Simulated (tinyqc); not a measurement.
Worked calculation: Landau levels with Rashba coupling. Values are carried at full precision from step to step, so a last printed digit may differ when a step is redone from the rounded ones.

In a field B along z: l = 1/sqrt((e/hbar) B) is the magnetic length, n_B = B/(h/e) the number of states per area in one level, hbar wc = 2 muB B/m for mass m in m0; 1/angstrom^2 = 1e16/cm^2.

Constants: e/hbar = 1.519267448e-05 1/(T angstrom^2); h/e = 413566.7697 T angstrom^2; muB = 5.788381798e-05 eV/T; e^2/h = 3.874045865e-05 S.

Parameters, chosen for this exercise (near those of an asymmetric InAs well; not measured data):
- B = 5.6 T (magnetic field)
- n = 1.9 x 1e11/cm^2 (electron sheet density)
- m = 0.03 m0 (mass)
- gs = -10.86 (g factor)
- aR = 0.07 eV angstrom (Rashba constant)

## Scales set by the field

Give l, n_B and the filling factor nu = n/n_B.

l = 108.41 angstrom
n_B = 1.3541 x 1e11/cm^2
nu = 1.403

## The lowest levels

H = (p + eA)^2/2m + aR (sx ky - sy kx) + gs muB B sz/2. With d = 1/2 - gs m/4: E_0 = d hbar wc, and E(N, +/-) = hbar wc [N +/- sqrt(d^2 + 2 N aR^2/(l hbar wc)^2)] for N >= 1.

List the eight lowest, in meV, with the gap to the next.

Levels:

| label | E (meV) | gap above (meV) |
|---|---|---|
| 1- | 9.012 | 3.553 |
| 0 | 12.565 | 18.024 |
| 2- | 30.589 | 3.620 |
| 1+ | 34.208 | 17.957 |
| 3- | 52.166 | 3.686 |
| 2+ | 55.851 | 17.891 |
| 4- | 73.743 | 3.751 |
| 3+ | 77.494 | 17.826 |

The largest of these gaps, 18.02 meV, first occurs above level 0 and is kB T at 209 K.

## Where EF lies

Each listed level takes n_B electrons. At zero temperature and without broadening EF sits in the partly filled level.

Fill the listed levels in order up to nu; give the partly filled level, its energy and its filled share.

level: 0

EF = 12.565 meV
filled share = 0.403

## Fields of the Hall plateaus

A plateau is centred where nu = n/n_B equals 1, 2, 3, 4, 5, 6; there rho_xy = h/(nu e^2).

Plateaus:

| nu | B (T) | 1/B (1/T) | rho_xy (kohm) |
|---|---|---|---|
| 1 | 7.858 | 0.1273 | 25.8128 |
| 2 | 3.929 | 0.2545 | 12.9064 |
| 3 | 2.619 | 0.3818 | 8.6043 |
| 4 | 1.964 | 0.5091 | 6.4532 |
| 5 | 1.572 | 0.6363 | 5.1626 |
| 6 | 1.310 | 0.7636 | 4.3021 |

The order of the levels can change with B, but these counts hold wherever the levels are resolved.

## Checks

- Eight lowest levels from the matrix in 40 oscillator states against the formula, meV: they agree to 1e-10 or better.

(tinyqc, `OMP_NUM_THREADS=1 python tinyqc.py 1251610 1251611 out.jsonl`, Intel(R) Xeon(R) Processor @ 2.30GHz, 1 thread, shared host, about 0.01 s.)
